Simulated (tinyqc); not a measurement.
Inside a calculation. Method: plane-wave Kohn-Sham cycle with exchange-only LDA in a layered model solid. Computed by tinyqc, a small Python program that keeps every step. Settings: points = 16, plane-wave index or count = 2, electrons = 2, k points = 2, area = 9.0, mixing = 0.8, iteration cap = 55. Command: `OMP_NUM_THREADS=1 python tinyqc.py 25633 25634 out.jsonl` (the two numbers bound the seeds that draw the settings). One thread of a shared host (Intel(R) Xeon(R) Processor @ 2.60GHz), about 0.02 s of CPU time with the checks. Later iterations appear only in the table of the cycle.

## Iteration 1: potential

A solid whose potential varies along x alone (atomic units):
```
parameter                      value
period a                   11.700000
cross-section of the cell   9.000000
electrons per cell                 2
grid points                       16
plane waves -n..n, n               2
k points                           2
V1 in V1 cos(2 pi x/a)     -0.320000
```

density at the start, on the grid x_j = j a/N (e/bohr^3): 0.01899335  0.01899335  0.01899335  0.01899335  0.01899335  0.01899335  0.01899335  0.01899335  0.01899335  0.01899335  0.01899335  0.01899335  0.01899335  0.01899335  0.01899335  0.01899335

V_H(G) = 4 pi rho(G)/G^2 for G != 0 (uniform background); v_x = -(3 rho/pi)^(1/3); V = V_ext + V_H + v_x; Fourier components f(G_m) = (1/N) sum_j f(x_j) exp(-i G_m x_j).

Potentials on the grid (hartree):
```
x              V_ext       V_H        v_x          V
0.000000   -0.320000  0.000000  -0.262739  -0.582739
0.731250   -0.295641  0.000000  -0.262739  -0.558380
1.462500   -0.226274  0.000000  -0.262739  -0.489013
2.193750   -0.122459  0.000000  -0.262739  -0.385198
2.925000           0  0.000000  -0.262739  -0.262739
3.656250    0.122459  0.000000  -0.262739  -0.140280
4.387500    0.226274  0.000000  -0.262739  -0.036465
5.118750    0.295641  0.000000  -0.262739   0.032903
5.850000    0.320000  0.000000  -0.262739   0.057261
6.581250    0.295641  0.000000  -0.262739   0.032903
7.312500    0.226274  0.000000  -0.262739  -0.036465
8.043750    0.122459  0.000000  -0.262739  -0.140280
8.775000           0  0.000000  -0.262739  -0.262739
9.506250   -0.122459  0.000000  -0.262739  -0.385198
10.237500  -0.226274  0.000000  -0.262739  -0.489013
10.968750  -0.295641  0.000000  -0.262739  -0.558380
```

V(G_m), m = 0, 1, 2, ... (hartree): -0.262739  -0.160000  0.000000  0.000000  0.000000

## Iteration 1: Hamiltonian at one k

k = 0.250000 2 pi / a

H(m,m') = (k + G_m)^2/2 delta + V(G_m - G_m'), with V(-G) = V(G).

H (hartree), lower triangle:
```
           -2         -1         +0         +1        +2
-2   0.178866
-1  -0.160000  -0.181628
+0   0.000000  -0.160000  -0.253727
+1   0.000000   0.000000  -0.160000  -0.037430
+2   0.000000   0.000000   0.000000  -0.160000  0.467261
```

## Iteration 1: levels at that k

Diagonalise the Hermitian matrix.

eigenvalues (hartree): -0.440045  -0.176866  0.025796  0.247863  0.516595

## Iteration 1: new density

Motion across x is left out: the lowest 1 band(s) hold two electrons at each of the k points (j + 1/2)/nk - 1/2. Residual R = rho(out) - rho(in); rho(new) = rho(in) + 0.8 R. rho(out) = 2/(a A nk) sum |psi|^2 with psi = sum c exp(i G x). Harris energy E = band energy - dV sum rho (V_H/2 + v_x) + (3/4) dV sum rho v_x with rho(in), dV = a A/N, band energy = (2/nk) sum of the filled levels.

rho(out) (e/bohr^3): 0.06345727  0.05548891  0.03691875  0.01844249  0.00681993  0.00189202  0.00045083  0.00014999  0.00011053  0.00014999  0.00045083  0.00189202  0.00681993  0.01844249  0.03691875  0.05548891

density after iteration 1 (e/bohr^3): 0.05456448  0.04818980  0.03333367  0.01855266  0.00925461  0.00531229  0.00415933  0.00391866  0.00388710  0.00391866  0.00415933  0.00531229  0.00925461  0.01855266  0.03333367  0.04818980

energy per cell = -0.74872115 hartree

## Iteration 2: potential

As before.

Potentials on the grid (hartree):
```
x              V_ext        V_H        v_x          V
0.000000   -0.320000   1.122342  -0.373503   0.428840
0.731250   -0.295641   1.006539  -0.358351   0.352546
1.462500   -0.226274   0.699429  -0.316921   0.156234
2.193750   -0.122459   0.295806  -0.260691  -0.087344
2.925000           0  -0.108104  -0.206749  -0.314853
3.656250    0.122459  -0.449639  -0.171824  -0.499005
4.387500    0.226274  -0.700774  -0.158367  -0.632867
5.118750    0.295641  -0.852705  -0.155252  -0.712315
5.850000    0.320000  -0.903445  -0.154834  -0.738278
6.581250    0.295641  -0.852705  -0.155252  -0.712315
7.312500    0.226274  -0.700774  -0.158367  -0.632867
8.043750    0.122459  -0.449639  -0.171824  -0.499005
8.775000           0  -0.108104  -0.206749  -0.314853
9.506250   -0.122459   0.295806  -0.260691  -0.087344
10.237500  -0.226274   0.699429  -0.316921   0.156234
10.968750  -0.295641   1.006539  -0.358351   0.352546
```

V(G_m), m = 0, 1, 2, ... (hartree): -0.236540  0.285360  0.040044  0.006595  0.000883

## Iteration 2: Hamiltonian at one k

k = 0.250000 2 pi / a

As before.

H (hartree), lower triangle:
```
          -2         -1         +0         +1        +2
-2  0.205065
-1  0.285360  -0.155429
+0  0.040044   0.285360  -0.227528
+1  0.006595   0.040044   0.285360  -0.011232
+2  0.000883   0.006595   0.040044   0.285360  0.493460
```

## Iteration 2: levels at that k

As before.

eigenvalues (hartree): -0.580569  -0.260157  0.066132  0.413595  0.665334

## Iteration 2: new density

As before.

rho(out) (e/bohr^3): 0.00002839  0.00002837  0.00012312  0.00098602  0.00511003  0.01670472  0.03692740  0.05825430  0.06759734  0.05825430  0.03692740  0.01670472  0.00511003  0.00098602  0.00012312  0.00002837

density after iteration 2 (e/bohr^3): 0.01093561  0.00966066  0.00676523  0.00449935  0.00593894  0.01442623  0.03037379  0.04738718  0.05485529  0.04738718  0.03037379  0.01442623  0.00593894  0.00449935  0.00676523  0.00966066

energy per cell = -1.64090647 hartree

## Convergence

Stop when sqrt(dV sum R^2) is below 1e-8, dV = a A/N.

Course of the cycle:
```
iteration  E (hartree)  norm of the residual
1          -0.74872115              2.28e-01
2          -1.64090647              3.88e-01
3          -2.32681895              3.78e-01
4          -1.52744699              3.74e-01
5          -2.30277052              3.74e-01
6          -1.53281468              3.74e-01
7          -2.30211876              3.74e-01
8          -1.53298799              3.74e-01
9          -2.30208799              3.74e-01
10         -1.53299585              3.74e-01
11         -2.30208670              3.74e-01
...                ...                   ...
45         -2.30208664              3.74e-01
46         -1.53299620              3.74e-01
47         -2.30208664              3.74e-01
48         -1.53299620              3.74e-01
49         -2.30208664              3.74e-01
50         -1.53299620              3.74e-01
51         -2.30208664              3.74e-01
52         -1.53299620              3.74e-01
53         -2.30208664              3.74e-01
54         -1.53299620              3.74e-01
55         -2.30208664              3.74e-01
```

Not converged within 55 iterations: the residual has stopped falling: the iteration swings between two states. Reruns (cap 100 unless said): mixing 0.1: not converged; mixing 0.5, Kerker q0 1.0: converged in 37 (E = -0.44048); mixing 0.3, Pulay depth 5: converged in 51 (E = -0.44048); the original settings with a cap of 400: not converged.
